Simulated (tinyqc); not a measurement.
Voltage acceleration of oxide breakdown, four models on the same data: two steps of the calculation.

Field E = V/tox in MV/cm. Models: ln(t63/1 s) = a - c X with X = E (E model), -1/E (1/E model), ln V (power law, c the exponent n) or sqrt(E).

Inputs (values chosen for the exercise): oxide thickness tox = 3.5 nm; use voltage Vu = 1.7 V; stress temperature Ts = 373 K; use temperature Tu = 328 K; activation energy Ea = 0.94 eV; factor for area and percentile ks = 4.2e-5.

Constants: q = 1.602176634e-19 C, kB = 1.380649e-23 J/K. Results are converted to the units shown.

Problem 1. Fitting the models. The three stress times were made with the power model, c = 37.9, and are treated as data. For each model fit ln t63 on X by least squares over the three points.

| stress | V (V) | t63 (s) |
|---|---|---|
| 0 | 2.76 | 1.122e5 |
| 1 | 3.37 | 58 |
| 2 | 4.06 | 0.04983 |

Find: c; a; largest misfit in ln t63 (0: below 0.002).

Solution 1.

| model | c | a | largest misfit in ln t63 (0: below 0.002) |
|---|---|---|---|
| E | 3.930 | 42.37 | 0.4688 |
| 1/E | 358.7 | -33.66 | 0.4648 |
| power | 37.90 | 50.10 | 0.0000 |
| sqrt E | 24.47 | 80.21 | 0.2349 |

The worst misfit of any model is 0.47 in ln t63, a factor of 1.60 in time, comparable to the scatter of t63 from small samples, so such data hardly tell the models apart.

Problem 2. Projection to use conditions. Project to Vu, multiply by exp[(Ea q/kB)(1/Tu - 1/Ts)] and by ks; ten years are 3.15576e8 s. The largest voltage for ten years solves the same relation for V.

| model | c | a |
|---|---|---|
| E | 3.9303190 | 42.372591 |
| 1/E | 358.73841 | -33.662090 |
| power | 37.898915 | 50.104224 |
| sqrt E | 24.466092 | 80.213492 |

Give: temperature factor; lifetime; largest voltage for ten years.

Solution 2.

temperature factor = 55.269

| model | lifetime (years) | largest voltage for ten years (V) |
|---|---|---|
| E | 0.95078 | 1.4905 |
| 1/E | 2.1060e7 | 2.1174 |
| power | 781.37 | 1.9072 |
| sqrt E | 19.296 | 1.7417 |

The lifetimes span 7.35 decades, from the E model (most cautious) to the 1/E model; the allowed voltage spans 1.49 to 2.12 V. 3 of the four models pass ten years at Vu. Lifetimes beyond a thousand years are formal extrapolations.

Range of the model: All four laws are empirical fits; none is established far below the stress range.

Computed by the program tinyqc: `OMP_NUM_THREADS=1 python tinyqc.py 2070155 2070156 out.jsonl`, one thread of a shared Intel Xeon 2.30GHz, about 0.01 s for the whole run.
